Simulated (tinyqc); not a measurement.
# Inputs raised by 5 %, one at a time

Model: deep trap from a strong local potential in a two-band host (Koster-Slater model with semi-elliptic bands). Computed by tinyqc, a small Python program. Command: `OMP_NUM_THREADS=1 python tinyqc.py 3012948 3012949 out.jsonl deeptrap sens`. One thread of a shared host (Intel(R) Xeon(R) Processor @ 2.30GHz), about 0.04 s of CPU time with the checks.

The valence band spans -2 W_v to 0 and the conduction band E_g to E_g + 2 W_c. The orbital at the impurity site has weight f_v in the valence band and 1 - f_v in the conduction band, each spread as a semi-ellipse (2/(pi W^2)) sqrt(W^2 - x^2) about the band centre. The impurity adds U to this orbital. Spin is left out.

Inputs (values chosen for the exercise, for a model semiconductor):
```
quantity,value,unit
gap E_g,2.42,eV
half-width of the valence band W_v,4.5,eV
half-width of the conduction band W_c,4.1,eV
valence weight f_v of the site orbital,0.57,-
impurity potential U,11.2,eV
```

Impurity: repulsive, acceptor-like.

Method:
- In the gap G(E) = f_v (2/W_v^2)[x - sqrt(x^2 - W_v^2)] - (1 - f_v)(2/W_c^2)[y - sqrt(y^2 - W_c^2)], x = E + W_v, y = E_g + W_c - E.
- G falls across the gap from G(0) to G(E_g). A repulsive U binds if U > 1/G(0), an attractive one if U < 1/G(E_g); the vacancy level (U infinite) solves G(E) = 0 (bisection).
- The trap level solves G(E) = 1/U (bisection). With D = -dG/dE = D_v + D_c, D_v = f_v (2/W_v^2)[x/sqrt(x^2 - W_v^2) - 1] and D_c = (1 - f_v)(2/W_c^2)[y/sqrt(y^2 - W_c^2) - 1], the weight on the impurity orbital is 1/(U^2 D) and the conduction-band character is D_c/D.

Runs:
```
input moved,from,to,weight on the impurity orbital,depth below the conduction band (eV),vacancy level (eV),conduction-band character
base run,-,-,0.073457,2.0506,1.5853,0.16100
gap E_g (eV),2.42,2.541,0.076387,2.1522,1.6576,0.15911
half-width of the valence band W_v (eV),4.5,4.725,0.070009,2.1108,1.5351,0.14885
half-width of the conduction band W_c (eV),4.1,4.305,0.076316,2.0303,1.6417,0.16127
valence weight f_v of the site orbital,0.57,0.5985,0.085281,1.9153,1.7729,0.18735
impurity potential U (eV),11.2,11.76,0.070680,2.0102,1.5853,0.17438
```

Exponents ln(y'/y) / ln(x'/x):
```
input,weight on the impurity orbital,depth below the conduction band,vacancy level,conduction-band character
gap E_g,0.802,0.991,0.915,-0.243
half-width of the valence band W_v,-0.985,0.593,-0.660,-1.609
half-width of the conduction band W_c,0.783,-0.203,0.717,0.034
valence weight f_v of the site orbital,3.059,-1.398,2.292,3.106
impurity potential U,-0.790,-0.408,0.000,1.636
```

Among the inputs moved here: weight on the impurity orbital answers most in size to valence weight f_v of the site orbital (exponent +3.059), next to half-width of the valence band W_v (-0.985). Depth below the conduction band answers most in size to valence weight f_v of the site orbital (exponent -1.398), next to gap E_g (+0.991). Vacancy level answers most in size to valence weight f_v of the site orbital (exponent +2.292), next to gap E_g (+0.915); its exponent is below 0.0005 for impurity potential U. conduction-band character answers most in size to valence weight f_v of the site orbital (exponent +3.106), next to impurity potential U (+1.636).
